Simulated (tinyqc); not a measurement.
Raising U: Hubbard chain of 3 sites, mean field against exact. Computed by the program tinyqc. Command: `OMP_NUM_THREADS=1 python tinyqc.py 111274 111275 out.jsonl`; one thread of a shared host (Intel(R) Xeon(R) Processor @ 2.60GHz), about 4 s.

one-body matrix (hopping and site energies) (eV):
```
         1        2        3
1   0.0200  -1.8800   0.0000
2  -1.8800   0.0900  -1.8800
3   0.0000  -1.8800  -0.2900
```

electrons, up and down: 2  1

Collinear unrestricted mean field (the lowest of 40 random starts) against exact diagonalisation.

Exact and mean-field results (eV):
```
U            U/t    E exact  E mean field  mean |n_up - n_down|  double occupancy, exact  first gap in the sector
0.9400    0.5000  -4.948805     -4.927163                0.3654                   0.1893                   2.5143
1.8800    1.0000  -4.444091     -4.359824                0.4110                   0.1686                   2.3730
3.7600    2.0000  -3.606927     -3.319304                0.5540                   0.1290                   2.0468
5.6400    3.0000  -2.975522     -2.519772                0.7280                   0.0962                   1.7381
7.5200    4.0000  -2.505673     -1.995417                0.8370                   0.0717                   1.4798
11.2800   6.0000  -1.885436     -1.415561                0.9261                   0.0417                   1.1099
15.0400   8.0000  -1.510876     -1.112706                0.9584                   0.0263                   0.8746
22.5600  12.0000  -1.095221     -0.804548                0.9815                   0.0128                   0.6061
37.6000  20.0000  -0.738486     -0.555547                0.9933                   0.0049                   0.3714
```

In absolute terms mean field is worst at U/t = 4.0, 0.510 eV too high: at small U it is nearly exact, and at large U it misses only exchange-scale energies. Relative to the exact energy its error is 0.4 % at the smallest U, 27 % at most and 25 % at the largest. The double occupancy falls from 0.189 to 0.005.
